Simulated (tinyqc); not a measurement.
# Frequency dispersion of an accumulation capacitance by border traps, distributed model: what changes with what

Traps spread evenly through the insulator exchange electrons with the semiconductor by tunnelling, with tau(x) = t0 exp(2 ka x) at depth x from the interface. The admittance per area Y seen at depth x obeys dY/dx = -Y^2/(i w eps0 eox) + q Nb ln(1 + i w tau)/tau, with Y(0) = i w Cs and w = 2 pi f; the gate sees Y(tox) = G + i w C. Working variable y = Y/(i w), in uF/cm^2. Cox = eps0 eox/tox.

Parameters, values chosen for the exercise; permittivity close to that of aluminium oxide:
- eox = 8.43 (relative permittivity of the insulator)
- tox = 11 nm (insulator thickness)
- Cs = 4.1 uF/cm^2 (semiconductor capacitance in accumulation)
- Nb = 1.4e20 cm^-3 eV^-1 (density of border traps)
- ka = 3.7 1/nm (decay constant of the wave function in the insulator)
- t0 = 7e-10 s (time constant of a trap at the interface)
- f = 10000 Hz (frequency)

Constants: q = 1.602176634e-19 C, eps0 = 8.8541878128e-14 F/cm where lengths are in cm. Results are converted to the units shown.

Each table varies one quantity; the others keep the values above.

## Capacitance and loss against frequency

Cox; trap-free value 1/(1/Cox + 1/Cs); response depth d = ln(1/(w t0))/(2 ka), where w tau = 1; lumped estimate: all traps within d act as C_bt = q Nb d placed at d/2, so C = 1/{1/[1/(1/Cs + d/(2 eps0 eox)) + C_bt] + (tox - d/2)/(eps0 eox)}. C and G from a fine integration; dispersion -d C/d log10 f over C, from f times and over 1.1. For a broad spread of time constants G/w is close to -(pi/2) dC/d ln w.

The same in every row: trap-free C (uF/cm^2) = 0.5822.

Results:
```
f (Hz)	d (nm)	C (uF/cm^2)	G/w (uF/cm^2)	dispersion (% a decade)	-(pi/2) dC/d ln w (uF/cm^2)	lumped C (uF/cm^2)
10	2.289	0.7203	0.01476	3.001	0.01474	0.6891
1000	1.667	0.6795	0.01313	2.830	0.01312	0.6602
10000	1.356	0.6608	0.01241	2.752	0.01240	0.6457
1e5	1.044	0.6431	0.01175	2.677	0.01175	0.6311
1e6	0.7333	0.6263	0.01114	2.607	0.01114	0.6164
1e7	0.4222	0.6104	0.01051	2.544	0.01059	0.6017
```

Estimate the missing row, f = 100 Hz.

Computed row:
```
f (Hz)	d (nm)	C (uF/cm^2)	G/w (uF/cm^2)	dispersion (% a decade)	-(pi/2) dC/d ln w (uF/cm^2)	lumped C (uF/cm^2)
100	1.978	0.6993	0.01391	2.913	0.01390	0.6747
```

With this row back in the table: C falls from 0.7203 to 0.6104 uF/cm^2, towards the trap-free 0.5822; each decade of frequency removes ln 10/(2 ka) = 0.311 nm from the response depth. The dispersion falls from 3.00 to 2.54 % a decade and G/w falls from 0.0148 to 0.0105 uF/cm^2. G/w lies between 0.992 and 1.00 times -(pi/2) dC/d ln w, the relation for a broad spread of time constants.

## Effect of the insulator thickness

Same model as above.

The same in every row: d (nm) = 1.356.

Effect of the insulator thickness:
```
tox (nm)	C (uF/cm^2)	G/w (uF/cm^2)	dispersion (% a decade)	-(pi/2) dC/d ln w (uF/cm^2)	lumped C (uF/cm^2)	trap-free C (uF/cm^2)
2	3.225	0.2818	13.04	0.2870	2.915	1.954
2.8	2.403	0.1648	9.962	0.1633	2.221	1.615
3.9	1.776	0.08988	7.380	0.08942	1.673	1.305
5.4	1.310	0.04880	5.448	0.04867	1.252	1.034
7.5	0.9573	0.02606	3.985	0.02602	0.9260	0.8008
10	0.7249	0.01494	3.019	0.01493	0.7068	0.6315
14	0.5222	0.007749	2.175	0.007746	0.5126	0.4718
20	0.3678	0.003845	1.532	0.003844	0.3630	0.3421
```

As tox goes from 2 to 20, C falls from 3.23 to 0.368 uF/cm^2, the dispersion falls from 13.0 to 1.53 % a decade and G/w falls from 0.282 to 0.00384 uF/cm^2. The lumped estimate is 9.6 % below C in the first row and 1.3 % below it in the last.

Computed by the program tinyqc: `OMP_NUM_THREADS=1 python tinyqc.py 2202029 2202030 out.jsonl`, one thread of a shared Intel Xeon 2.30GHz, about 0.7 s for the whole run.
